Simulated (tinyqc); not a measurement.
Changing the saturation polarisation P_s: switching kinetics of a ferroelectric film and the memory window of a ferroelectric gate stack. Computed by tinyqc, a small Python program. Command: `OMP_NUM_THREADS=1 python tinyqc.py 3030212 3030213 out.jsonl feswitch sweep`. One thread of a shared host (Intel(R) Xeon(R) Processor @ 2.30GHz), about 0.02 s of CPU time with the checks.

Fields in MV/cm; 1 microcoulomb/cm^2 over eps_0 is 11.29409 MV/cm. In the stack (metal, ferroelectric, interlayer, channel) the channel is taken as a conductor.

Inputs (values chosen for the exercise, for a model film):
```
quantity                                 value   unit
ratio P_r/P_s                             0.71      -
coercive field E_c                         1.2  MV/cm
permittivity of the ferroelectric eps_F     35      -
thickness t_F                               19     nm
permittivity of the interlayer eps_I       3.9      -
interlayer thickness t_I                  0.74     nm
share s of P screened by trapped charge   0.63      -
pulse height V                             6.6      V
breakdown field of the interlayer           10  MV/cm
```

Method:
- Saturated branches: P(E) = P_s tanh[(E -/+ E_c)/(2 delta)], delta = E_c/ln[(1 + P_r/P_s)/(1 - P_r/P_s)]; D = P + eps_0 eps_F E.
- At threshold the channel charge is negligible, so D = 0 on each branch: (1 - s) P(E) + eps_0 eps_F E = 0, with the screened share s. The rising branch has the root E0 between 0 and E_c; window = 2 E0 t_F; its upper bound is 2 E_c t_F.
- Series stack: V = E_F t_F + E_I t_I and eps_I E_I = eps_F E_F + (1 - s) P/eps_0. Before switching P = -P_r, after it P = +P_s; in retention V = 0 and P = +P_r.

One run for each value; columns: (1) saturation polarisation P_s (microcoulomb/cm^2); (2) memory window (V); (3) E_I after switching (MV/cm); (4) depolarising field over E_c:
```
(1)      (2)     (3)     (4)
2.0   0.5884  24.688  0.0366
3.3   0.9138  25.720  0.0604
5.3   1.3370  27.308  0.0970
8.6   1.8725  29.928  0.1573
23.0  3.0257  41.361  0.4208
37.0  3.4791  52.477  0.6770
60.0  3.8317  70.738  1.0978
```

Give the missing row, saturation polarisation P_s (microcoulomb/cm^2) = 14.0.

Computed row; columns: (1) saturation polarisation P_s (microcoulomb/cm^2); (2) memory window (V); (3) E_I after switching (MV/cm); (4) depolarising field over E_c:
```
(1)      (2)     (3)     (4)
14.0  2.4599  34.216  0.2561
```

Interpolating between the two neighbouring rows (the first column on a logarithmic scale, the others too where they are positive) misses most in memory window (V), by 3.5 %. Over the rows, memory window (V) rises from 0.588 to 3.83 (exponent d ln y / d ln x 0.88 between the first rows and 0.20 between the last); E_I after switching (MV/cm) rises from 24.7 to 70.7 (exponent d ln y / d ln x 0.082 between the first rows and 0.62 between the last); depolarising field over E_c rises from 0.0366 to 1.10 (exponent d ln y / d ln x about 1.00 throughout).

Caution (all rows): the interlayer field exceeds its breakdown field, so charge injection would change the fields. Caution (rows 60.0): E_F after switching lies below E_c, so switching stalls before P_s and that state is not reached. Caution (rows 60.0): a depolarising field above E_c switches the film back, so P_r is not held.
